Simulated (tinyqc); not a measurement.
Gap voltage and exponent from three temperatures.

Question. At constant current VBE(T) = Vg0 - a T - eta (kB T/q) ln T, where a is a constant. Find Vg0, eta and dVBE/dT at the middle temperature.

Constants: q = 1.602176634e-19 C, kB = 1.380649e-23 J/K. Results are converted to the units shown.

T (K): [300, 330, 360]
VBE at a constant current (V): [0.5787180478, 0.5057484340, 0.4318374484]

Solution. The relation is linear in Vg0, a and eta, so three points give a linear system; the slope is (VBE - Vg0 - eta kB T/q)/T. eta rests on the curvature of VBE(T) alone, so real fits need accuracy of some tens of microvolts or better.

Vg0 = 1.200 V
eta = 4.000
dVBE/dT = -2.448 mV/K

Computed by the program tinyqc: `OMP_NUM_THREADS=1 python tinyqc.py 2062041 2062042 out.jsonl`, one thread of a shared Intel Xeon 2.30GHz, about 0.02 s for the whole run.
